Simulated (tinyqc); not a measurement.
Correlation length: interface roughness in a thin film (subband fluctuation and scattering).

Square well of width t, barriers V0, c = hbar^2/2m0: E1 solves k t + 2 atan[(k/mz)/(kappa/mb)] = pi, k = sqrt(mz E/c), kappa = sqrt(mb (V0 - E)/c). One interface is rough, so the subband edge fluctuates by G dt with G = |dE1/dt| (central difference of 0.01 angstrom; 2 E1/t for hard walls).

Gaussian roughness spectrum S(q) = pi D^2 Lc^2 exp(-q^2 Lc^2/4). Degenerate gas, taken to fill one subband (the second starts to fill once c kF^2/md exceeds E2 - E1, which is not tested here): kF = sqrt(2 pi Ns/gv), q = 2 kF sin(theta/2), 1/tau = (md/(2 pi c hbar)) G^2 times the integral from 0 to pi of S(q)(1 - cos theta)/eps(q)^2 dtheta, eps(q) = 1 + qs/q with screening (qs = gv md q0/(c eps), q0 = e^2/(4 pi eps0), form factors left out, which overstates the screening; other scattering is left out too, so these values lie far above measured mobilities in all but the thinnest films) or 1 without; mobility = tau c2/md with c2 = e/m0 = 1.75882e15 cm^2/(V s^2); 1e12/cm^2 = 1e-4/angstrom^2.

Constants: hbar^2/2m0 = 3.80998211 eV angstrom^2; hbar = 6.58211957e-16 eV s; e^2/(4 pi eps0) = 14.39964547 eV angstrom.

Values chosen for the exercise (near those of a thin Si channel on (100), two-fold valleys; the results hold for these values, not for the real material):

| symbol | value | unit | meaning |
|---|---|---|---|
| t | 26 | angstrom | film thickness |
| mz | 0.898 | m0 | confinement mass |
| V0 | 3.16 | eV | barrier |
| mb | 0.52 | m0 | barrier mass |
| md | 0.186 | m0 | mass in the plane |
| gv | 2 |  | valleys |
| D | 1.2 | angstrom | rms height of the roughness |
| Ns | 1.2 | x 1e12/cm^2 | sheet density |
| eps | 7.9 |  | mean dielectric constant at the channel |
| Ll | (5, 10, 16, 25, 40, 65, 100) | angstrom | correlation lengths |

Fixed D; bare and screened mobility.

Results:

| Lc (angstrom) | kF Lc | bare mobility (cm^2/(V s)) | screened mobility (cm^2/(V s)) |
|---|---|---|---|
| 5 | 0.10 | 1.49e+05 | 5.97e+06 |
| 10 | 0.19 | 3.80e+04 | 1.53e+06 |
| 16 | 0.31 | 1.55e+04 | 6.26e+05 |
| 25 | 0.49 | 7.04e+03 | 2.88e+05 |
| 40 | 0.78 | 3.59e+03 | 1.51e+05 |
| 65 | 1.26 | 2.64e+03 | 1.24e+05 |
| 100 | 1.94 | 3.59e+03 | 2.32e+05 |

The bare mobility is lowest at Lc = 65 angstrom of those listed (kF Lc = 1.26). The screened mobility is lowest at Lc = 65 angstrom of those listed (kF Lc = 1.26). Short roughness averages out (mobility as 1/Lc^2; the first two rows give exponent -1.97), and long roughness deflects only by small angles (bare mobility rising as Lc; the last two rows give 0.71).

(tinyqc, `OMP_NUM_THREADS=1 python tinyqc.py 1252716 1252717 out.jsonl`, Intel(R) Xeon(R) Processor @ 2.30GHz, 1 thread, shared host, about 0.01 s.)
